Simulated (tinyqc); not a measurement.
Interface traps from C-V curves, high-low and Terman methods: two steps of the calculation.

MOS capacitor on an n-type substrate; psi is the band bending, negative in depletion; only majority carriers are counted. At the bending psi the Fermi level lies y = xi - psi below the conduction edge at the surface, xi = Vt ln(Nc/Nd). Dit(y) = D0 + D1 exp(-y/E1); traps fill up to the Fermi level, follow the bias and a slow signal, and do not follow a fast one. V is the gate voltage from flat band.

Constants: q = 1.602176634e-19 C. Results are converted to the units shown.

Problem 1. High-low extraction. q Dit = (1/C_LF - 1/Cox)^(-1) - (1/C_HF - 1/Cox)^(-1) at each point.

C_HF, point 0 to 6 (nF/cm^2): [53.710475, 58.501057, 64.891226, 74.044883, 88.829414, 119.43366, 238.45569]
C_LF, point 0 to 6 (nF/cm^2): [61.546237, 66.276103, 72.603148, 81.749083, 96.891341, 129.65470, 256.54563]
Cox = 1190.7356 nF/cm^2

Find: Dit by high-low.

Solution 1.

Dit by high-low, point 0 to 6 (cm^-2 eV^-1): [5.401e10, 5.404e10, 5.421e10, 5.505e10, 5.919e10, 7.957e10, 1.800e11]

Problem 2. Terman extraction. psi at each point follows from C_HF and the ideal curve. Dit = (Cox/q) d(V - V0)/dpsi by central differences over the two neighbours.

psi, point 0 to 6 (V): [-0.90000000, -0.75650000, -0.61300000, -0.46950000, -0.32600000, -0.18250000, -0.03900000]
V0, point 0 to 6 (V): [-0.98258552, -0.83200323, -0.68068387, -0.52833431, -0.37439263, -0.21746267, -0.05113286]
V, point 0 to 6 (V): [-0.99147726, -0.83985189, -0.68748782, -0.53408543, -0.37905099, -0.22083158, -0.05224352]
Cox = 1190.7356 nF/cm^2

Give: Dit by Terman.

Solution 2.

Dit by Terman, point 1 to 5 (cm^-2 eV^-1): [5.4064e10, 5.4317e10, 5.5561e10, 6.1688e10, 9.1869e10]

The differences overstate the curved tail; the largest error is 15 %, at point 5.

Numbers from tinyqc (`OMP_NUM_THREADS=1 python tinyqc.py 2030105 2030106 out.jsonl`; about 0.01 s on one thread of a shared Intel Xeon 2.30GHz).
